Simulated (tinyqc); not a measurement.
Charge stability of a double quantum dot, constant-interaction model with a charge sensor: one step of the calculation.

Capacitance matrix C = [[C1, -Cm], [-Cm, C2]], C1 = G1 + X1 + Cm + L1, C2 = G2 + X2 + Cm + L2. Gate charges n1 = (G1 V1 + X1 V2)/q, n2 = (X2 V1 + G2 V2)/q. The state (N1, N2) has U = (1/2) d^T E d with d = (N1 - n1, N2 - n2) and E = q^2 C^(-1). Leads at 0 V; no tunnel coupling, spin or level spacing. The sensor reads s1 <N1> + s2 <N2>.

Question. Charging energies and lever arms. E = q^2 C^(-1) holds EC1, EC2 on the diagonal and ECm off it; the lever arms are A = C^(-1) [[G1, X1], [X2, G2]] (row: dot, column: gate).

Values chosen for this exercise:
```
symbol,value,unit,meaning
G1,2.1,aF,gate 1 to dot 1
G2,2.1,aF,gate 2 to dot 2
X1,0.59,aF,gate 2 to dot 1
X2,0.51,aF,gate 1 to dot 2
Cm,1.8,aF,between the dots
L1,14,aF,dot 1 to leads and ground
L2,14,aF,dot 2 to leads and ground
V1,92.5,mV,voltage of gate 1
V2,4.94,mV,voltage of gate 2
```

Constants: q = 1.602176634e-19 C. Results are converted to the units shown.

Give: C; E; lever arms; gate charges.

Answer.

C (aF):

|  | 1 | 2 |
|---|---|---|
| 1 | 18.49 | -1.8 |
| 2 | -1.8 | 18.41 |

E (meV):

|  | 1 | 2 |
|---|---|---|
| 1 | 8.7484 | 0.8554 |
| 2 | 0.8554 | 8.7864 |

lever arms (eV/V):

|  | 1 | 2 |
|---|---|---|
| 1 | 0.11739 | 0.04343 |
| 2 | 0.03918 | 0.11831 |

gate charges: n1 1.2306, n2 0.3592

ECm is 9.76 % of the geometric mean of EC1 and EC2.

Program tinyqc, `OMP_NUM_THREADS=1 python tinyqc.py 2470107 2470108 out.jsonl`; Intel Xeon 2.30GHz, shared host, one thread, about 0.01 s.
